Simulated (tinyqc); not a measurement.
## Scale length and length offset from two DIBL values

Inverse problem. DIBL = exp(-Le/(2 l)) + 2 exp(-Le/l) with Le = L - dL. Find l, dL and the drawn length for a DIBL of 100 mV/V.

DIBL at drawn lengths 26 and 42 nm (mV/V): [119.28733, 22.274387]

Solution. With e = exp(-Le/(2 l)), 2 e^2 + e = DIBL gives e and so Le/l at each length; Le/l is a straight line in L with slope 1/l.

l = 5.20 nm
dL = 2.00 nm
length for 100 mV/V = 27.6 nm

Computed by the program tinyqc: `OMP_NUM_THREADS=1 python tinyqc.py 2002193 2002194 out.jsonl`, one thread of a shared Intel Xeon 2.30GHz, about 0.01 s for the whole run.
